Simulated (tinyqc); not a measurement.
Worked calculation: Hubbard ring of 5 sites. Computed by tinyqc, a small Python program that keeps every step. Settings: hopping = 1.83, U = 2.7, mixing = 0.2, iteration cap = 78. Command: `OMP_NUM_THREADS=1 python tinyqc.py 30731 30732 out.jsonl` (the two numbers bound the seeds that draw the settings). One thread of a shared host (Intel(R) Xeon(R) Processor @ 2.60GHz), about 0.2 s of CPU time with the checks.

one-body matrix (hopping and site energies) (eV), lower triangle:
```
,1,2,3,4,5
1,-0.660000
2,-1.830000,0.980000
3,0.000000,-1.830000,0.430000
4,0.000000,0.000000,-1.830000,-0.420000
5,-1.830000,0.000000,0.000000,-1.830000,0.620000
```

U = 2.700000 eV

electrons, up and down: 3  2

n(up) at the start (a guess, not normalised): 1 0.650000, 2 0.550000, 3 0.650000, 4 0.550000, 5 0.650000

n(down) at the start (a guess): 1 0.350000, 2 0.450000, 3 0.350000, 4 0.450000, 5 0.350000

Each step fills the lowest levels of T + U n(other spin) and sets n(new) = n + mixing (n(out) - n); stop when output and input agree to 1e-8.

Course of the cycle:
```
iteration,E (eV),largest |n(out) - n(in)|,mean |n_up - n_down|
1,-6.95372153,3.31e-01,0.200000
2,-6.99591149,2.59e-01,0.200000
3,-7.02170436,2.05e-01,0.201442
4,-7.03768481,1.63e-01,0.203141
5,-7.04778972,1.31e-01,0.206882
6,-7.05434150,1.06e-01,0.211934
7,-7.05870678,8.63e-02,0.216313
8,-7.06169513,7.10e-02,0.220095
9,-7.06379297,5.89e-02,0.223353
10,-7.06529848,4.92e-02,0.226156
11,-7.06639908,4.13e-02,0.228563
...,...,...,...
68,-7.06990320,8.29e-05,0.242108
69,-7.06990320,7.64e-05,0.242105
70,-7.06990321,7.05e-05,0.242103
71,-7.06990322,6.49e-05,0.242100
72,-7.06990322,5.98e-05,0.242098
73,-7.06990323,5.51e-05,0.242095
74,-7.06990323,5.08e-05,0.242093
75,-7.06990323,4.68e-05,0.242091
76,-7.06990323,4.31e-05,0.242089
77,-7.06990324,3.97e-05,0.242088
78,-7.06990324,3.65e-05,0.242086
```

Can the last value be used, and what does the course show?

Not by the stop rule, although the second column moves by less than 1e-07 over the last three steps. Not converged within 78 iterations: the residual falls steadily but slowly, by a factor of about 0.92 a step. The lowest mean-field energy found from random starts is -7.06990 eV. Reruns (cap 100 unless said): mixing 0.5: converged in 67 (E = -7.06990); mixing 0.9: converged in 34 (E = -7.06990); the original settings with a cap of 400: converged in 176 (E = -7.06990).
